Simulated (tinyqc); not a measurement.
# Correction of a charged-defect supercell by a model charge and potential alignment (plane-averaged potentials), step by step

A worked calculation. Computed by tinyqc, a small Python program that keeps every step. Command: `OMP_NUM_THREADS=1 python tinyqc.py 3110293 3110294 out.jsonl align walk`. One thread of a shared host (Intel(R) Xeon(R) Processor @ 2.30GHz), about 0.01 s of CPU time with the checks. Intermediate numbers are printed to about 5 digits and carried at full precision; extremes and crossings named in words are read from the listed rows.

The "true" defect charge is (1 - x) q in a Gaussian of width sigma plus x q in one of width sigma_t, so the exact answer is known; the correction sees only a single model Gaussian of width sigma_m. A Gaussian of width s has the transform rho(G) = exp(-G^2 s^2/2), normalised to 1. A uniform background cancels q, so G = 0 is left out. Potentials are those felt by a unit positive charge. E_0 is the formation energy of the isolated defect, E_cell its value in the supercell, E_lat = E_iso - E_per of the model charge, C the true less the model potential far from the defect; the exact correction is E_0 - E_cell, and the error of a scheme is E_cell plus its correction less E_0.

Inputs (values chosen for the exercise, with screening close to that of GaAs): defect charge q = -3 e; dielectric constant eps = 12.6; edge of the cubic cell L = 10.8 angstrom; width sigma of the true defect charge = 0.98 angstrom; width sigma_m of the model charge = 0.81 angstrom; share x of the charge in a wide tail = 0; width sigma_t of the tail = 1.9 angstrom; formation energy of the isolated defect E_0 = 2.06 eV.

Constants: e^2/(4 pi eps_0) = 14.39964548 eV angstrom.

## The supercell energy and its true error

Periodic energy E_per = (2 pi q^2/(eps L^3)) (e^2/(4 pi eps_0)) sum_(G != 0) rho(G)^2/G^2, G = (2 pi/L)(n1, n2, n3), |n_i| <= 16. Isolated energy: two Gaussians of charges q_a, q_b and widths a, b interact by q_a q_b (e^2/(4 pi eps_0 eps)) sqrt(2/pi)/sqrt(a^2 + b^2), and the self-energy is half the sum over pairs. Supercell value E_cell = E_0 + E_per - E_iso for the true charge.

E_iso, true charge = 2.9607 eV

E_per, true charge = 1.6589 eV

E_cell = 0.75821 eV

exact correction = 1.3018 eV

## Lattice energy of the model charge

E_lat = E_iso - E_per for the model charge; point-charge value alpha q^2 e^2/(4 pi eps_0 eps 2 L) with alpha = 2.837297.

E_iso, model = 3.5821 eV

E_per, model = 2.2647 eV

E_lat = 1.3174 eV

point-charge value = 1.3511 eV

## Plane-averaged potentials

Plane-averaged potential at distance z from the defect: V(z) = (4 pi q/(eps L^3)) (e^2/(4 pi eps_0 e)) sum_(m != 0) rho(G_m) cos(G_m z)/G_m^2, G_m = 2 pi m/L, |m| <= 40.

Potentials (V):
```
z/L   z (angstrom)      true     model  difference
0.00          0.00  -0.20445  -0.22429    0.019847
0.05          0.54  -0.18805  -0.20370    0.015648
0.10          1.08  -0.14460  -0.15146    0.006851
0.15          1.62  -0.08713  -0.08680   -0.000328
0.20          2.16  -0.02797  -0.02416   -0.003809
0.25          2.70   0.02545   0.03037   -0.004917
0.30          3.24   0.07005   0.07522   -0.005161
0.35          3.78   0.10492   0.11012   -0.005199
0.40          4.32   0.12985   0.13505   -0.005203
0.45          4.86   0.14481   0.15001   -0.005204
0.50          5.40   0.14979   0.15500   -0.005204
```

The difference moves by 0.00 mV between z/L = 0.4 and 0.5: a plateau.

## Alignment and corrected energy

C = difference at z = L/2; E_corr = E_cell + E_lat - q C. For charges that have died out at L/2, C = (2 pi q/(eps L^3)) (e^2/(4 pi eps_0 e)) (<s^2> - sigma_m^2), <s^2> = (1 - x) sigma^2 + x sigma_t^2.

alignment C = -0.0052037 V

C, closed form = -0.0052037 V

E_corr = 2.0600 eV

error with alignment (rounded to 1e-4 meV) = 0 meV

error without alignment = 15.611 meV

error with the point-charge term alone = 49.270 meV

error without correction = -1301.8 meV

Errors are measured against E_0. Alignment cuts the error of the model charge from 16 to below 0.001 meV.

## Errors against cell size

Schemes: none; point-charge term alpha q^2 e^2/(4 pi eps_0 eps 2 L), alpha = 2.837297; E_lat of the model; E_lat - q C with C at z = L/2.

Error against E_0 (meV):
```
L (angstrom)     none  point charge  model charge  model and alignment
7.56          -1786.4        143.64        45.513             0.057792
9.18          -1509.3         80.23        25.420             0.000833
10.80         -1301.8         49.27        15.611             0.000007
13.00         -1094.2         28.25         8.951             0.000000
16.20          -886.1         14.60         4.626             0.000000
```

Between the last two rows the uncorrected error scales as L^-0.96 and the point-charge remainder as L^-3.00. With alignment the error is +0.1 meV in the smallest cell and 0.00 meV in the largest.

Checks made by the program: E_lat against the point-charge value less 2 pi q^2 sigma_m^2 e^2/(4 pi eps_0 eps L^3) (relative difference 2e-07).
